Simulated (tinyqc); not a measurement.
Resistance of a tapered via with liner, size effect and interface: two steps of the calculation.

A round via whose diameter grows from db at the bottom as D(z) = db + 2 z/tan(ang). The fill, of diameter D - 2 tl, starts above the bottom liner (thickness fb tl) and has rho = rho0 (1 + ks lam/(D - 2 tl)); the sidewall liner conducts in parallel with it. The bottom liner and the interface are crossed over the full area pi db^2/4. Spreading in the lines above and below is left out.

Values chosen for this exercise; fill metal close to copper:
- db = 11 nm (diameter at the bottom)
- hv = 26 nm (height)
- ang = 86 degrees (sidewall angle)
- rho0 = 1.63 uohm cm (bulk resistivity of the fill)
- lam = 40.4 nm (mean free path of the fill)
- ks = 1.2 (size-effect factor)
- tl = 1.6 nm (liner on the sidewall)
- fb = 0.7 (liner at the bottom over that on the sidewall)
- rl = 240 uohm cm (resistivity of the liner)
- ri = 2.1e-12 ohm cm^2 (interface resistivity at the bottom)
- Sb = 1.1e15 S/m^2 (ballistic conductance per area, about 3/(4 rho0 lam))

Task 1. Slices of the via. Slices between z0 = fb tl and hv, evaluated at their midpoints: conductance per length pi/4 [(D - 2 tl)^2/rho + (D^2 - (D - 2 tl)^2)/rl], slice resistance = slice height over that. 10 slices.

Find: z; D; rho; slice resistance.

Result 1.

```
slice,z (nm),D (nm),rho (uohm cm),slice resistance (ohm)
0,2.364,11.33,11.35,5.207
1,4.852,11.68,10.95,4.636
2,7.340,12.03,10.58,4.147
3,9.828,12.37,10.24,3.725
4,12.32,12.72,9.929,3.359
5,14.80,13.07,9.636,3.041
6,17.29,13.42,9.363,2.763
7,19.78,13.77,9.109,2.518
8,22.27,14.11,8.870,2.302
9,24.76,14.46,8.647,2.110
```

Task 2. Total resistance. R_fill = sum of the slices; R_bottom = rl fb tl/(pi db^2/4); R_interface = ri/(pi db^2/4); ballistic (Sharvin) limit 1/(Sb pi (db - 2 tl)^2/4); ideal cylinder rho0 hv/(pi db^2/4).

```
slice,slice resistance (ohm)
0,5.2065219
1,4.6356830
2,4.1465061
3,3.7248661
4,3.3594653
5,3.0411964
6,2.7626647
7,2.5178252
8,2.3017037
9,2.1101827
```

Wanted: parts; R; shares; ballistic limit; ideal cylinder.

Result 2.

parts (ohm): fill 33.807, bottom liner 28.285, interface 2.2098
R = 64.301 ohm
shares (%): fill 52.575, bottom liner 43.988, interface 3.437
ballistic limit = 19.025 ohm
ideal cylinder = 4.4595 ohm

The fill is the largest part, and R is 14.4 times the ideal cylinder. With 2000 slices R = 64.322 ohm.

Numbers from tinyqc (`OMP_NUM_THREADS=1 python tinyqc.py 2750197 2750198 out.jsonl`; about 0.01 s on one thread of a shared Intel Xeon 2.30GHz).
